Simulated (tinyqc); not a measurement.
Landau-Devonshire theory of a uniaxial ferroelectric. From one set of inputs to another, one input at a time. Computed by tinyqc, a small Python program. Command: `OMP_NUM_THREADS=1 python tinyqc.py 3005354 3005355 out.jsonl ferro ladder`. One thread of a shared host (Intel(R) Xeon(R) Processor @ 2.30GHz), about 0.02 s of CPU time with the checks.

G(P) = (alpha/2) P^2 + (beta*/4) P^4 + (gamma/6) P^6 - E P per volume, SI units, one domain, P along the polar axis, which is normal to the film.

The inputs printed are set A. Inputs not listed in the table keep their values of set A, so the rows need not describe a real material.

Inputs (values chosen for the exercise, for a model ferroelectric):

| quantity | value | unit |
|---|---|---|
| alpha_0 | 276000 | J m/(C^2 K) |
| Curie-Weiss temperature T0 | 500 | K |
| beta | -5.8e+08 | J m^5/C^4 |
| gamma | 1.36e+09 | J m^9/C^6 |
| temperature T | 205 | K |
| misfit strain u_m | -0.0034 | - |
| electrostriction Q12 | -0.038 | m^4/C^2 |
| compliance s11 + s12 | 8.8e-12 | m^2/N |
| film thickness d | 4.2 | nm |
| screening length lambda | 0.016 | nm |
| background permittivity eps_b | 10 | - |
| gradient coefficient g | 1e-11 | J m^3/C^2 |

Sample: epitaxial film.

Constants: eps_0 = 8.8541878128e-12 F/m.

Method:
- alpha = alpha_0 (T - T0*), with clamping: T0* = T0 + 4 Q12 u_m/(alpha_0 (s11 + s12)), beta* = beta + 4 Q12^2/(s11 + s12).
- Ps^2 = [-beta* + sqrt(beta*^2 - 4 alpha gamma)]/(2 gamma).
- chi = 1/(eps_0 G''), G'' = alpha + 3 beta* P^2 + 5 gamma P^4 at Ps. Ps, chi and the coercive field are for perfect screening, without a depolarising field. The intrinsic coercive field is |alpha P + beta* P^3 + gamma P^5| at the P_c where G'' = 0. 1 C/m^2 = 100 microcoulomb/cm^2.
- With the term (g/2) (dP/dx)^2, (g/2) P'^2 = G(P) - G(Ps) across the wall: energy = int_(-Ps)^(Ps) sqrt(2 g [G(P) - G(Ps)]) dP (40 Gauss-Legendre points); width = 2 Ps over the slope at P = 0, sqrt(2 |G(Ps)|/g). Elastic coupling inside the wall is left out.
- Between shorted electrodes with screening length lambda each, the depolarising field is -k P, k = 2 lambda/(eps_0 (d + 2 lambda eps_b)), so alpha turns into alpha + k.
- The polar state is the lowest uniform state while alpha + k < 0 (beta* > 0) or < 3 beta*^2/(16 gamma) (beta* < 0); setting the equality gives the critical thickness d_c.

Each row keeps all changes above it:

| input moved | from | to | spontaneous polarisation Ps (microcoulomb/cm^2) | wall width (nm) | critical thickness d_c (nm) |
|---|---|---|---|---|---|
| set A | - | - | 54.237 | 0.6678 | 25.468 |
| misfit strain u_m | -0.0034 | -0.011 | 64.772 | 0.4773 | 12.996 |
| compliance s11 + s12 (m^2/N) | 8.8e-12 | 5.5e-12 | 62.197 | 0.4201 | 9.057 |
| gradient coefficient g (J m^3/C^2) | 1e-11 | 1.4e-10 | 62.197 | 1.5719 | 9.057 |
| screening length lambda (nm) | 0.016 | 0.031 | 62.197 | 1.5719 | 17.548 |
| beta (J m^5/C^4) | -580000000 | -285000000 | 56.639 | 1.6100 | 17.548 |
| gamma (J m^9/C^6) | 1360000000 | 1610000000 | 55.344 | 1.6032 | 17.548 |
| electrostriction Q12 (m^4/C^2) | -0.038 | -0.026 | 60.386 | 1.7619 | 23.574 |

Which inputs carry the difference?

Spontaneous polarisation Ps goes from 54.2 to 60.4, a factor 1.11 in all. The largest single move comes from misfit strain u_m (a factor 1.19), and beta works against it (a factor 0.911). Wall width goes from 0.668 to 1.76, a factor 2.64 in all. The largest single move comes from gradient coefficient g (a factor 3.74), and misfit strain u_m works against it (a factor 0.715). Critical thickness d_c goes from 25.5 to 23.6, a factor 0.926 in all. The largest single move comes from misfit strain u_m (a factor 0.510), and screening length lambda works against it (a factor 1.94). The single moves hold for this order of the switches; the total does not depend on the order.

Caution (all rows): far below T0* the expansion with linear alpha(T) is only a fit. Caution (rows set A, misfit strain u_m, compliance s11 + s12): a wall under 0.8 nm, some two lattice spacings, wide is outside the continuum picture. Caution (rows misfit strain u_m, compliance s11 + s12, gradient coefficient g, screening length lambda, beta, gamma, electrostriction Q12): the strain shifts T0 by more than 500 K here, which is beyond the range where constant coefficients hold.

Extremes, crossings and ranges named in words are read from the listed rows.
